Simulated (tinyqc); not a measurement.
# Single-photon avalanche diode, trigger probability and counting: effect of the width of the multiplication layer

A multiplication layer of width W with the uniform field V/W; alpha = an exp(-bn/E) for electrons, beta = ap exp(-bp/E) for holes (local model, no dead space). a = alpha W, b = beta W. Electrons enter at x = 0, holes at x = W. P0 is the probability that an electron entering at 0 starts a lasting avalanche, PW the same for a hole entering at W.

Breakdown: ln(a/b) = a - b with a not equal to b. Above it PW/(1 - PW) = [P0/(1 - P0)] exp(b - a) and b ln(1 - P0) = a ln(1 - PW); the mean over pairs made evenly in the layer is Pm = ln[(1 - PW)/(1 - P0)]/(a - b). The excess bias is 10 % of VB in every row.

Parameters, values chosen for the exercise; ionisation coefficients close to those of indium phosphide: electron prefactor an = 1.13e7 1/cm; electron field bn = 3.12 MV/cm; hole prefactor ap = 4.75e6 1/cm; hole field bp = 2.49 MV/cm.

Result of one run:
```
VB (V)	E at VB (MV/cm)	beta/alpha at VB	P0	PW
20.133	0.49105	1.5164	0.62301	0.73191
```

Which width of the multiplication layer W gave this result: 0.41, 0.67, 1.1 or 3 um?

W = 0.41 um.

The whole series:
```
W (um)	VB (V)	E at VB (MV/cm)	beta/alpha at VB	P0	PW
0.15	8.9502	0.59668	1.2083	0.58545	0.61961
0.25	13.449	0.53795	1.3559	0.60638	0.67907
0.41	20.133	0.49105	1.5164	0.62301	0.73191
0.67	30.274	0.45186	1.6948	0.63646	0.77926
1.1	45.991	0.41810	1.8968	0.64732	0.82161
1.8	70.048	0.38916	2.1217	0.65575	0.85815
3	108.91	0.36304	2.3838	0.66230	0.89032
5	170.08	0.34016	2.6790	0.66686	0.91696
```

As W grows, VB rises from 8.95 to 170 V, as W^(0.84) on average, the breakdown field falls from 0.597 to 0.340 MV/cm and beta/alpha rises from 1.21 to 2.68. At equal relative excess P0 rises from 0.585 to 0.667 and PW rises from 0.620 to 0.917. For W = 0.15, 0.25 dead space and band-to-band tunnelling, left out here, matter.

tinyqc, about 0.01 s, one thread, Intel Xeon 2.30GHz (shared host): `OMP_NUM_THREADS=1 python tinyqc.py 2630114 2630115 out.jsonl`
